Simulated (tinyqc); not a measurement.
Surface potential of a MOS transistor: implicit equation and explicit approximations: one step of the calculation.

p-type body, charge-sheet picture, depletion and inversion only, full ionisation (an idealisation for deep acceptors), Boltzmann statistics (rough once Na exp(x - xn) passes about Nc/7). In units of Vt: xg = (Vg - Vfb)/Vt, x = psi/Vt, G = gamma/sqrt(Vt), xn = (2 phiF + Vc)/Vt. The implicit equation is (xg - x)^2 = G^2 [x - 1 + exp(x - xn)] for x above about 3. Cox = eps0 eox/tox.

Question. Scales. ni = sqrt(Nc Nv) exp(-Eg/(2 Vt)), Eg in volts; phiF = Vt ln(Na/ni); gamma = sqrt(2 q eps0 eps_r Na)/Cox; VT = Vfb + Vt (xn + G sqrt(xn - 1)).

Inputs (values chosen for the exercise); band and dielectric values close to those of silicon:
- T = 350 K (temperature)
- Eg = 1.13 eV (band gap)
- eps_r = 11.5 (relative permittivity)
- Nc = 3.59e19 cm^-3 (conduction-band density of states at T)
- Nv = 3.3e19 cm^-3 (valence-band density of states at T)
- eox = 3.9 (relative permittivity of the gate insulator (close to silicon dioxide))
- tox = 14 nm (insulator thickness)
- Na = 1e18 cm^-3 (acceptor density)
- Vfb = -0.66 V (flat-band voltage)
- Vc = 0.5 V (channel-body voltage)
- Vg = 3.65 V (gate-body voltage)

Constants: q = 1.602176634e-19 C, kB = 1.380649e-23 J/K, Vt = kB T/q, eps0 = 8.8541878128e-14 F/cm where lengths are in cm. Results are converted to the units shown.

Give: phiF; gamma; G; xn; VT; xg.

Answer.

phiF = 0.45827 V
gamma = 2.3158 V^0.5
G = 13.335
xn = 46.967
VT = 3.4833 V
xg = 142.90

Computed by the program tinyqc: `OMP_NUM_THREADS=1 python tinyqc.py 2122129 2122130 out.jsonl`, one thread of a shared Intel Xeon 2.30GHz, about 0.01 s for the whole run.
